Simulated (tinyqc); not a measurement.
Speed against selectivity over temperature: anisotropic wet etching of Si(100): plane rates, V-grooves, membranes and undercut. Computed by tinyqc, a small Python program. Command: `OMP_NUM_THREADS=1 python tinyqc.py 3012311 3012312 out.jsonl wetetch walk`. One thread of a shared host (Intel(R) Xeon(R) Processor @ 2.30GHz), about 0.01 s of CPU time with the checks.

A long slot opens the mask on a (100) wafer. The floor etches at R100; (111) walls stand at theta = arctan(sqrt2) = 54.7356 degrees to the surface and recede at R111 along their normal.

Inputs (values chosen for the exercise, close to those used for tetramethylammonium hydroxide solutions):
```
quantity                          value     unit
prefactor k0 of the (100) rate    5e+08   um/min
activation energy of (100), E     0.625       eV
ratio (100)/(111) at 80 C            14        -
extra energy of (111), dE           0.1       eV
ratio (100)/oxide at 80 C          2400        -
extra energy of the oxide, dE_ox   0.27       eV
misalignment of the mask            0.5  degrees
wafer thickness d                   380       um
membrane thickness wanted            47       um
```

Constants: k_B = 8.617333262e-05 eV/K.

Method:
- R100 = k0 exp(-E/(k_B T)); a ratio given at 80 C scales as exp[(extra energy/k_B)(1/T - 1/353.15 K)]; R111 and R_ox follow by division.
- Temperatures in kelvin are T(C) + 273.15.
- Each row etches to the depth d - membrane; undercut per side = (R111/sin(theta) + R100 sin(misalignment)) x time.

Etching to a fixed depth:
```
T (C)  R100 (um/min)  R100/R111  time (h)  undercut (um)  oxide consumed (nm)
30            0.0203     24.072    272.75         19.849                32.12
40            0.0437     21.302    127.04         22.052                44.67
50            0.0895     18.994     62.04         24.378                60.89
60            0.1755     17.053     31.63         26.822                81.45
70            0.3309     15.407     16.77         29.377               107.14
80            0.6021     14.000      9.22         32.037               138.75
90            1.0599     12.789      5.24         34.796               177.15
100           1.8101     11.739      3.07         37.648               223.23
```

What follows from these numbers?

From 30 to 100 C the time falls by a factor 89.0, while the oxide loss grows by 6.95 and the undercut by 1.90: the slower planes and the mask have the higher activation energies, so heat costs selectivity. Misalignment gives 2.91 um of the undercut at any T.
